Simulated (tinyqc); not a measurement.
Strain along [001]: shallow donor in effective-mass theory, with valley-orbit splitting.

Basis: the 1s envelopes of the valleys +x, -x, +y, -y, +z, -z. Diagonal E0 - D0, element -D2 between opposite valleys and -D1 between perpendicular ones. Strain along [001] adds 2 Ds/3 to the z valleys and -Ds/3 to the others.

Inputs chosen for the exercise (near those of a group-V donor in Si; shifted at random, so the results belong to these values and not to a real crystal): E0 = -33.2 meV (single-valley level); D0 = 4.31 meV (central-cell shift); D1 = 2.18 meV (coupling of perpendicular valleys); D2 = 1.45 meV (coupling of opposite valleys).

Ground level, gap to the next level, weight in the z valleys and contact density (sum of amplitudes)^2/6.

Results:
```
Ds (meV)  ground (meV)  gap (meV)  z weight  contact density  ground less band edge (meV)
-120           -119.29       3.23     0.997            0.384                       -39.29
-40             -66.66       3.94     0.973            0.497                       -40.00
-5              -48.15       8.75     0.526            0.962                       -44.81
0               -47.68      11.62     0.333            1.000                       -47.68
5               -48.05      10.32     0.198            0.976                       -46.38
15              -50.12       9.06     0.078            0.894                       -45.12
40              -57.49       8.10     0.018            0.787                       -44.16
120             -83.62       7.56     0.002            0.712                       -43.62
```

Give the missing row, Ds (meV) = -15.

Computed row:
```
Ds (meV)  ground (meV)  gap (meV)  z weight  contact density  ground less band edge (meV)
-15             -51.78       5.72     0.827            0.748                       -41.78
```

The scale is the A1-E splitting 6 D1 = 13.1 meV. The contact density is largest without strain and falls to 0.384 and 0.712 at the ends, towards 1/3 (two valleys) and 2/3 (four valleys). The binding below the lowest band edge drops from 47.7 meV to 39.3 meV when the two z valleys are lowest and to 43.6 meV when the four others are, since fewer valleys share the coupling.

(tinyqc, `OMP_NUM_THREADS=1 python tinyqc.py 1282211 1282212 out.jsonl`, Intel(R) Xeon(R) Processor @ 2.30GHz, 1 thread, shared host, about 0.01 s.)
